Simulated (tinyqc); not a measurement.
The three schemes as the step is halved: finite-difference solution of the diffusion equation on a small grid. Computed by tinyqc, a small Python program. Command: `OMP_NUM_THREADS=1 python tinyqc.py 3010462 3010463 out.jsonl fdiff walk`. One thread of a shared host (Intel(R) Xeon(R) Processor @ 2.30GHz), about 0.01 s of CPU time with the checks.

dC/dt = D d2C/dx2 on nodes x_j = j dx, j = 0..8; the far end is sealed.

Inputs (values chosen for the exercise):

| quantity | value | unit |
|---|---|---|
| diffusivity D | 12 | nm^2/s |
| grid spacing dx | 10 | nm |
| time step dt | 3.2 | s |
| final time t_f | 32 | s |

Boundary at x = 0: sealed surface. Scheme: explicit.

start values C_j, j = 0, 1, ... (% of a reference): 63.8  100  76.5  28.2  1.27  0  0  0  0

Method:
- The operator M acts as (M C)_j = C_(j-1) - 2 C_j + C_(j+1); at the sealed far end a mirror node gives 2 C_(N-2) - 2 C_(N-1); at j = 0, a mirror node gives 2 C_1 - 2 C_0.
- r = D dt/dx^2.
- The mode of M with eigenvalue mu has its amplitude multiplied per step by g = (1 + (1 - theta) r mu)/(1 - theta r mu), with theta = 0 explicit, 1 implicit, 1/2 Crank-Nicolson; the explicit scheme is stable for r up to 2/|mu_min|.
- With r = D dt/dx^2: (1 - theta r M) C(new) = (1 + (1 - theta) r M) C(old); theta = 0 explicit, 1 implicit, 1/2 Crank-Nicolson.
- Each run reaches t_f in n equal steps; errors are the largest difference from exp(M D t_f/dx^2) C(0). A dash marks unstable explicit runs.

largest stable r of the explicit scheme = 0.5

Largest error at t_f (%):

| steps n | r | explicit | implicit | Crank-Nicolson |
|---|---|---|---|---|
| 4 | 0.960 | - | 2.0089 | 2.1786e-01 |
| 8 | 0.480 | 3.7227 | 1.1033 | 3.4427e-02 |
| 16 | 0.240 | 0.6133 | 0.5747 | 8.6640e-03 |
| 32 | 0.120 | 0.3024 | 0.2927 | 2.1695e-03 |
| 64 | 0.060 | 0.1501 | 0.1476 | 5.4258e-04 |
| 128 | 0.030 | 0.0747 | 0.0741 | 1.3566e-04 |
| 256 | 0.015 | 0.0373 | 0.0371 | 3.3916e-05 |

From the last two rows, halving the step divides the error by 2.00 (explicit), 2.00 (implicit), 4.00 (Crank-Nicolson): a factor 2 marks first order in dt and 4 second order. The explicit scheme needs n of at least 8 to be stable; the other two are stable at any step.

Extremes, crossings and ranges named in words are read from the listed rows.
